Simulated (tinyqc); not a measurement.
## Capacitances against the relative permittivity between the lines

Endless row of lines of width wl, height tl and space sl between grounded planes at distance hd; e2 fills the gaps beside the lines, e1 the rest. Laplace's equation is solved on meshes of 3, 6 and 12 steps per unit u and extrapolated (Aitken), which is good to about 0.2 %. C_even (all lines at 1 V) is the capacitance Cg to the planes; C_odd (neighbours in antiphase) = Cg + 4 Cc if only nearest neighbours couple, which defines Cc; total with quiet neighbours Cg + 2 Cc. Plate values 2 eps0 e1 wl/hd and eps0 e2 tl/sl.

Inputs (values chosen for the exercise): relative permittivity above and below the lines e1 = 3; line width, in units u wl = 4 u; line height tl = 10 u; space between lines sl = 4 u; distance to each plane hd = 4 u.

Constants: eps0 = 8.8541878128e-12 F/m. Results are converted to the units shown.

The same in every row: plate Cg (aF/um) = 53.1.

Result of one run:
```
e2,Cg (aF/um),Cc (aF/um),Cg + 2 Cc (aF/um),C_odd (aF/um),plate Cc (aF/um),"share of coupling, 2 Cc/(Cg + 2 Cc) (%)"
1,93.1,28.4,150,207,22.1,37.9
```

What becomes of these results when the relative permittivity between the lines e2 is changed from 1 to 7, all else the same?

Result of the changed run:
```
e2,Cg (aF/um),Cc (aF/um),Cg + 2 Cc (aF/um),C_odd (aF/um),plate Cc (aF/um),"share of coupling, 2 Cc/(Cg + 2 Cc) (%)"
7,102,160,422,743,155,75.9
```

The whole series:
```
e2,Cg (aF/um),Cc (aF/um),Cg + 2 Cc (aF/um),C_odd (aF/um),plate Cc (aF/um),"share of coupling, 2 Cc/(Cg + 2 Cc) (%)"
1,93.1,28.4,150,207,22.1,37.9
1.5,94.8,39.3,173,252,33.2,45.3
2,96.2,50.2,197,297,44.3,51.1
2.5,97.2,61.1,219,342,55.3,55.7
3,98.1,72.1,242,386,66.4,59.5
3.9,99.3,91.9,283,467,86.3,64.9
5,100,116,333,565,111,69.8
7,102,160,422,743,155,75.9
```

As e2 goes from 1 to 7, Cg rises from 93.1 to 102 aF/um, Cc rises from 28.4 to 160 aF/um and the share of coupling rises from 37.9 to 75.9 %. Cg is 1.75 times its plate value in the first row and 1.91 times in the last; for Cc the ratios are 1.28 and 1.03. Neighbours in antiphase raise the load by a factor of 1.38 and 1.76 over quiet ones.

tinyqc, about 0.8 s, one thread, Intel Xeon 2.30GHz (shared host): `OMP_NUM_THREADS=1 python tinyqc.py 2790160 2790161 out.jsonl`
